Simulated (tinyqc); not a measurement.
Hueckel theory of the pi electrons, for the molecule Clc1cccc2c1C=C2 (SMILES; centres numbered as the heavy atoms are written), step by step. Computed by tinyqc, a small Python program that keeps every step. Settings: charge = 0. Command: `OMP_NUM_THREADS=1 python tinyqc.py 23464 23465 out.jsonl` (the two numbers bound the seeds that draw the settings). One thread of a shared host (Intel(R) Xeon(R) Processor @ 2.60GHz), about 0.01 s of CPU time with the checks.

## The Hueckel matrix

Centres:
```
centre  z_r, pi electrons of the neutral centre        h
1Cl                                           2  2.00000
2C                                            1  0.00000
3C                                            1  0.00000
4C                                            1  0.00000
5C                                            1  0.00000
6C                                            1  0.00000
7C                                            1  0.00000
8C                                            1  0.00000
9C                                            1  0.00000
```

Bonds:
```
i  j        k
1  2  0.40000
2  3        1
3  4        1
4  5        1
5  6        1
6  7        1
7  8        1
8  9        1
7  2        1
9  6        1
```

H_rr = alpha + h_r beta, H_rs = k_rs beta for bonded centres.

Hueckel matrix in units of beta (H = alpha + beta A), order 1Cl, 2C, 3C, 4C, 5C, 6C, 7C, 8C, 9C:
```
[[2.00000, 0.40000, 0.00000, 0.00000, 0.00000, 0.00000, 0.00000, 0.00000, 0.00000],
 [0.40000, 0.00000, 1.00000, 0.00000, 0.00000, 0.00000, 1.00000, 0.00000, 0.00000],
 [0.00000, 1.00000, 0.00000, 1.00000, 0.00000, 0.00000, 0.00000, 0.00000, 0.00000],
 [0.00000, 0.00000, 1.00000, 0.00000, 1.00000, 0.00000, 0.00000, 0.00000, 0.00000],
 [0.00000, 0.00000, 0.00000, 1.00000, 0.00000, 1.00000, 0.00000, 0.00000, 0.00000],
 [0.00000, 0.00000, 0.00000, 0.00000, 1.00000, 0.00000, 1.00000, 0.00000, 1.00000],
 [0.00000, 1.00000, 0.00000, 0.00000, 0.00000, 1.00000, 0.00000, 1.00000, 0.00000],
 [0.00000, 0.00000, 0.00000, 0.00000, 0.00000, 0.00000, 1.00000, 0.00000, 1.00000],
 [0.00000, 0.00000, 0.00000, 0.00000, 0.00000, 1.00000, 0.00000, 1.00000, 0.00000]]
```

## Orbitals

pi electrons, sum of z_r less the charge = 10

Diagonalise; E = alpha + x beta with beta < 0, so the largest x are filled first; degenerate levels share their electrons. P = sum n_i c_ri c_si; each orbital has its largest coefficient positive (the first on a tie).

x values: [2.39960, 2.05024, 1.46165, 1.04639, 0.25786, -0.26578, -1.11047, -1.48048, -2.35902]

occupations: [2.00000, 2.00000, 2.00000, 2.00000, 2.00000, 0.00000, 0.00000, 0.00000, 0.00000]

coefficients, order 1Cl, 2C, 3C, 4C, 5C, 6C, 7C, 8C, 9C:
```
[[0.34364, 0.89508, -0.14833, -0.21921, 0.05090, 0.03873, -0.06970, 0.03103, 0.02793],
 [0.34330, 0.11243, 0.19964, 0.52259, -0.22168, -0.21937, 0.54202, -0.26997, -0.30432],
 [0.22908, 0.02457, 0.52423, 0.30051, 0.29062, -0.30513, -0.24155, 0.54440, 0.22252],
 [0.20641, -0.06205, 0.56660, -0.20814, 0.29662, 0.30047, -0.27379, -0.53601, -0.22060],
 [0.26622, -0.15179, 0.30394, -0.51831, -0.21413, 0.22527, 0.54558, 0.24914, 0.29788],
 [0.43242, -0.24915, -0.12235, -0.33421, -0.35183, -0.36034, -0.33207, 0.16716, -0.48211],
 [0.45724, -0.15210, -0.17309, 0.33401, -0.36814, 0.34794, -0.33247, -0.15713, 0.48422],
 [0.32147, -0.17512, -0.33029, 0.16112, 0.47858, 0.48723, 0.15924, 0.33544, -0.35584],
 [0.31417, -0.20694, -0.30968, -0.16541, 0.49155, -0.47744, 0.15564, -0.33948, 0.35521]]
```

charge and bond-order matrix P, order 1Cl, 2C, 3C, 4C, 5C, 6C, 7C, 8C, 9C:
```
[[1.98380, 0.12630, -0.05625, -0.01586, 0.02651, -0.00183, -0.09059, -0.01648, 0.05990],
 [0.12630, 0.98518, 0.55736, 0.00494, -0.17678, -0.00130, 0.72294, 0.00568, -0.34529],
 [-0.05625, 0.55736, 1.00532, 0.73288, -0.00279, -0.34776, 0.00731, 0.16739, -0.00462],
 [-0.01586, 0.00494, 0.73288, 0.99758, 0.56189, 0.00119, -0.34595, -0.00300, 0.16492],
 [0.02651, -0.17678, -0.00279, 0.56189, 1.00157, 0.72862, -0.00417, -0.34842, 0.00282],
 [-0.00183, -0.00130, -0.34776, 0.00119, 0.72862, 0.99903, 0.54937, 0.00165, 0.21528],
 [-0.09059, 0.72294, 0.00731, -0.34595, -0.00417, 0.54937, 1.01850, 0.21685, -0.01496],
 [-0.01648, 0.00568, 0.16739, -0.00300, -0.34842, 0.00165, 0.21685, 0.99621, 0.89623],
 [0.05990, -0.34529, -0.00462, 0.16492, 0.00282, 0.21528, -0.01496, 0.89623, 1.01281]]
```

## Energy, charges, bond orders

E = sum n x; q_r = z_r - P_rr; bond order p = P_rs; free valence = sqrt(3) - sum of p over the bonds of the atom.

pi energy = 10 alpha + this times beta = 14.43149

pi charges: [0.01620, 0.01482, -0.00532, 0.00242, -0.00157, 0.00097, -0.01850, 0.00379, -0.01281]

Bond orders and lengths from R = 1.517 - 0.180 p (angstrom, C-C alone):
```
bond        p        R
1-2   0.12630        -
2-3   0.55736  1.41667
3-4   0.73288  1.38508
4-5   0.56189  1.41586
5-6   0.72862  1.38585
6-7   0.54937  1.41811
7-8   0.21685  1.47797
8-9   0.89623  1.35568
7-2   0.72294  1.38687
9-6   0.21528  1.47825
```

free valence of the carbons: [0.32545, 0.44181, 0.43728, 0.44154, 0.23877, 0.24289, 0.61897, 0.62054]

gap between the highest filled and the next level = 0.52364 |beta|
